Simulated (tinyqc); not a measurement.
Floating body of a partially depleted SOI transistor: body voltage and kink: one step of the calculation.

Source at 0 V. Channel current Ic = 2 nf K Vt^2 [F(0) - F(Vd)](1 + la Vd), F(V) = ln^2(1 + exp((Vg - VT - nf V)/(2 nf Vt))), VT = VT0 - gb Vb. Saturation voltage Vs = 2 Vt sqrt(F(0)) + 3 Vt, excess Ve = (Vd - Vs + sqrt((Vd - Vs)^2 + 0.0004 V^2))/2, multiplication M1 = Ai Ve exp(-Bl/Ve). Each junction passes D(v) = J1 (exp(v/Vt) - 1) + J2 (exp(v/(2 Vt)) - 1). Bipolar current Ib = bb J1 (exp(Vb/Vt) - 1). The body settles where M1 (Ic + Ib) = D(Vb) + D(Vb - Vd) + Vb/Rb; drain current Id = (1 + M1)(Ic + Ib) - D(Vb - Vd).

Task. New Vb. Current into the body I_in = M1 (Ic + Ib) - D(Vb - Vd), current out I_out = D(Vb) + Vb/Rb; f = ln(I_in/I_out), s = df/dVb by central differences over 1e-5 V, Vb(new) = Vb - f/s.

Inputs (values chosen for the exercise); values of the order met in partially depleted silicon-on-insulator transistors:
- T = 330 K (temperature)
- VT0 = 0.43 V (threshold at zero body voltage)
- gb = 0.25 (fall of the threshold per volt of body voltage)
- nf = 1.31 (slope factor)
- K = 250 uA/(V^2 um) (gain factor per width)
- la = 0.1 1/V (channel-length modulation factor)
- Ai = 3.89 1/V (impact-ionisation prefactor)
- Bl = 6.8 V (impact-ionisation voltage)
- J1 = 1.1e-11 uA/um (diffusion saturation current of each junction)
- J2 = 3.5e-9 uA/um (recombination saturation current of each junction)
- bb = 0 (gain of the lateral bipolar transistor on the diffusion current)
- Rb = 1e9 kohm um (resistance of a weak body tie to the source (1e9 stands for no tie, and the term is then dropped))
- Vg = 1 V (gate voltage)
- Vd = 2.1 V (drain voltage)

Constants: q = 1.602176634e-19 C, kB = 1.380649e-23 J/K, Vt = kB T/q. Results are converted to the units shown.

Vb at the start = 0.67 V

Find: Ic; Ve; M1; I_in; I_out; f; s; Vb after iteration 1.

Result.

Ic = 62.80 uA/um
Ve = 1.452 V
M1 = 0.05220
I_in = 3.278 uA/um
I_out = 0.1882 uA/um
f = 2.857
s = -35.19 1/V
Vb after iteration 1 = 0.7512 V

Range of the model: The multiplication law is an empirical form chosen for the exercise; self-heating and capacitive coupling to the body are left out, and the linear laws are rough once Vb passes about 0.7 V or M1 about 0.1.

Numbers from tinyqc (`OMP_NUM_THREADS=1 python tinyqc.py 2182235 2182236 out.jsonl`; about 0.2 s on one thread of a shared Intel Xeon 2.30GHz).
